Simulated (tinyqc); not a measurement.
UHF in the sto-6g basis, for H4, spin multiplicity 1, step by step. One step of it, computed by the program tinyqc.

Problem. Iteration 1: building the Fock matrix. J_ij = sum D_kl (ij|kl) with D = D(alpha) + D(beta), K_ij = sum D_kl (ik|jl) for each spin; F = H + J - K(s); E = tr D H + tr D J / 2 - 0.5 sum_s tr D(s) K(s) + E_nn.

D(alpha) at the start, lower triangle:
```
,1H 1s,2H 1s,3H 1s,4H 1s
1H 1s,0.412136
2H 1s,0.309062,0.288461
3H 1s,-0.151333,0.045059,0.498928
4H 1s,-0.030397,0.075103,0.284928,0.171287
```

D(beta) at the start, lower triangle:
```
,1H 1s,2H 1s,3H 1s,4H 1s
1H 1s,0.171287
2H 1s,0.284928,0.498928
3H 1s,0.075103,0.045059,0.288461
4H 1s,-0.030397,-0.151333,0.309062,0.412136
```

core Hamiltonian H = T + V (hartree), lower triangle:
```
,1H 1s,2H 1s,3H 1s,4H 1s
1H 1s,-1.321355
2H 1s,-0.923303,-1.452739
3H 1s,-0.046231,-0.218630,-1.452739
4H 1s,-0.007969,-0.046231,-0.923303,-1.321355
```

Two-electron integrals (ij|kl) in chemists' order, unique and non-zero (hartree):
```
i,j,k,l,(ij|kl)
1,1,1,1,0.774999
2,1,1,1,0.330673
2,1,2,1,0.177421
2,2,1,1,0.492926
2,2,2,1,0.330673
2,2,2,2,0.774999
3,1,1,1,0.009077
3,1,2,1,0.005506
3,1,2,2,0.012065
3,1,3,1,0.000256
3,2,1,1,0.035115
3,2,2,1,0.023604
3,2,2,2,0.058205
3,2,3,1,0.001362
3,2,3,2,0.007898
3,3,1,1,0.180464
3,3,2,1,0.113615
3,3,2,2,0.266653
3,3,3,1,0.009077
3,3,3,2,0.058205
3,3,3,3,0.774999
4,1,1,1,0.001232
4,1,2,1,0.000758
4,1,2,2,0.001685
4,1,3,1,0.000039
4,1,3,2,0.000213
4,1,3,3,0.001685
4,1,4,1,0.000006
4,2,1,1,0.005749
4,2,2,1,0.003767
4,2,2,2,0.009077
4,2,3,1,0.000231
4,2,3,2,0.001362
4,2,3,3,0.012065
4,2,4,1,0.000039
4,2,4,2,0.000256
4,3,1,1,0.081577
4,3,2,1,0.049994
4,3,2,2,0.113615
4,3,3,1,0.003767
4,3,3,2,0.023604
4,3,3,3,0.330673
4,3,4,1,0.000758
4,3,4,2,0.005506
4,3,4,3,0.177421
4,4,1,1,0.136140
4,4,2,1,0.081577
4,4,2,2,0.180464
4,4,3,1,0.005749
4,4,3,2,0.035115
4,4,3,3,0.492926
4,4,4,1,0.001232
4,4,4,2,0.009077
4,4,4,3,0.330673
4,4,4,4,0.774999
```

nuclear repulsion = 1.87299828 hartree

Give: Coulomb J; exchange K(alpha); exchange K(beta); F(alpha); F(beta); total energy of this density.

Solution.

Coulomb J (hartree), lower triangle:
```
,1H 1s,2H 1s,3H 1s,4H 1s
1H 1s,1.555
2H 1s,0.863,1.748
3H 1s,0.036,0.190,1.748
4H 1s,0.006,0.036,0.863,1.555
```

exchange K(alpha) (hartree), lower triangle:
```
,1H 1s,2H 1s,3H 1s,4H 1s
1H 1s,0.573
2H 1s,0.435,0.505
3H 1s,0.008,0.072,0.615
4H 1s,-0.001,0.038,0.417,0.411
```

exchange K(beta) (hartree), lower triangle:
```
,1H 1s,2H 1s,3H 1s,4H 1s
1H 1s,0.411
2H 1s,0.417,0.615
3H 1s,0.038,0.072,0.505
4H 1s,-0.001,0.008,0.435,0.573
```

F(alpha) (hartree), lower triangle:
```
,1H 1s,2H 1s,3H 1s,4H 1s
1H 1s,-0.339
2H 1s,-0.495,-0.210
3H 1s,-0.018,-0.101,-0.319
4H 1s,-0.002,-0.048,-0.477,-0.177
```

F(beta) (hartree), lower triangle:
```
,1H 1s,2H 1s,3H 1s,4H 1s
1H 1s,-0.177
2H 1s,-0.477,-0.319
3H 1s,-0.048,-0.101,-0.210
4H 1s,-0.002,-0.018,-0.495,-0.339
```

total energy of this density = -2.12936 hartree
